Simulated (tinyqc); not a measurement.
Tunnelling through a gate dielectric, WKB transmission and Tsu-Esaki current: two steps of the calculation.

Electrons leave the emitter at x = 0. Energies E (motion across the layers) are in eV from the emitter Fermi level; the collector Fermi level lies at -V and offers states at every E. No charge in the dielectric and no image force: F1 = V/t1, U = phi1 - F1 x. With C = hbar^2/(2 m0), kappa = sqrt(m (U - E)/C) where U > E and 0 elsewhere; T(E) = exp(-S), S = 2 times the integral of kappa over x.

Parameters, values chosen for the exercise; dielectric values close to those of aluminium oxide:

| symbol | value | unit | meaning |
|---|---|---|---|
| T | 300 | K | temperature |
| Ef | 0.17 | eV | Fermi energy of the emitter above its band bottom |
| me | 0.92 | m0 | emitter mass in the supply function |
| phi1 | 2.49 | eV | barrier of layer 1 above the emitter Fermi level at zero bias |
| m1 | 0.39 | m0 | tunnelling mass of layer 1 |
| t1 | 3.1 | nm | thickness of layer 1 |
| V | 1.3 | V | voltage across the dielectric |
| E | 0 | eV | energy of the electron followed |
| Ea | -0.17 | eV | lower end of the energy grid |
| Eb | 0.29 | eV | upper end of the energy grid |
| nE | 9 |  | points of the energy grid |

Constants: q = 1.602176634e-19 C, kB = 1.380649e-23 J/K, hbar = 1.054571817e-34 J s, m0 = 9.1093837015e-31 kg, Vt = kB T/q, hbar^2/(2 m0) = 0.0380998212 eV nm^2. Results are converted to the units shown.

Question 1. WKB exponent in closed form. Each layer adds (2/F) sqrt(m/C) [G(u at its left edge) - G(u at its right edge)] to S, with u = U - E (0 where negative) and G(u) = (2/3) u^1.5. The slope follows from 1/d = -dS/dE.

Wanted: S; T(E); energy d over which T(E) grows by a factor e.

Answer 1.

S = 26.76
T(E) = 2.380e-12
energy d over which T(E) grows by a factor e = 0.1345 eV

The midpoint rule gives S = 26.768, so its T(E) is 0.42 % below this value. The band edge stays above E through the whole stack: direct tunnelling through a trapezoid.

Question 2. Current density on a coarse energy grid. J = J0 times the integral of T(E) N(E) dE, N = ln[(1 + exp(-E/Vt))/(1 + exp((-E - V)/Vt))], J0 = q^2 me m0 kB T/(2 pi^2 hbar^3) (times 1e-4 for A/cm^2 per eV), by Simpson's rule on nE equally spaced points from Ea to Eb.

Give: E; T(E); N; T(E) N; J0; J.

Answer 2.

```
point   E (eV)       T(E)         N     T(E) N
0      -0.1700  6.929e-13     6.577  4.557e-12
1      -0.1125  1.045e-12     4.364  4.561e-12
2      -0.0550  1.586e-12     2.240  3.553e-12
3       0.0025  2.424e-12    0.6460  1.566e-12
4       0.0600  3.732e-12   0.09366  3.495e-13
5       0.1175  5.788e-12   0.01056  6.114e-14
6       0.1750  9.049e-12  0.001148  1.039e-14
7       0.2325  1.427e-11  1.242e-4  1.772e-15
8       0.2900  2.270e-11  1.343e-5  3.049e-16
```

J0 = 3.849e8 A/(cm^2 eV)
J = 2.740e-4 A/cm^2

The integrand peaks at E = -0.113 eV among these points.

Numbers from tinyqc (`OMP_NUM_THREADS=1 python tinyqc.py 2540077 2540078 out.jsonl`; about 0.01 s on one thread of a shared Intel Xeon 2.30GHz).
